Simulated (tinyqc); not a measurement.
Bias-temperature instability from a Gaussian distribution of capture and emission barriers: one step, computed by the program tinyqc.

Each trap has a capture time tau_0 exp(E_c/(k_B T)) under stress and an emission time tau_0 exp(E_e/(k_B T)) after it. E_c is Gaussian, and E_e = E_c + d with d Gaussian and independent. A trap counts as filled once t_s exceeds its capture time and as emptied once t_r exceeds its emission time.

Task: Lifetime. Demarcation energies E_s = k_B T ln(t_s/tau_0), E_r = k_B T ln(t_r/tau_0); mean barrier mu = mu_c - k_F F; z = (E_s - mu)/sigma_c; Phi is the standard normal distribution. Temperatures in kelvin are T(C) + 273.15. Solve V_max Phi(z) = criterion for t_s; the power-law extrapolation from the stress point is t_s (criterion/dV0)^(1/n); 1 year = 3.15576e7 s.

Inputs (values chosen for the exercise, for a model p-channel transistor):
```
quantity                            value  unit
shift with all traps filled V_max     390    mV
spread of capture barriers sigma_c   0.24    eV
time constant tau_0                 2e-10     s
temperature T                          60     C
stress time t_s                     20000     s
failure criterion                      20    mV
```

mean barrier mu = 1.3745 eV

shift without recovery dV0 = 11.96200 mV

time exponent n = 0.2702770

Constants: k_B = 8.617333262e-05 eV/K.

Give: log10 of the lifetime in s; log10 of the power-law estimate in s.

Result:

log10 of the lifetime in s = 5.1668

log10 of the power-law estimate in s = 5.1269

The power law gives a time shorter by 0.04 decades, since n falls as traps fill; ten years is log10 = 8.50.
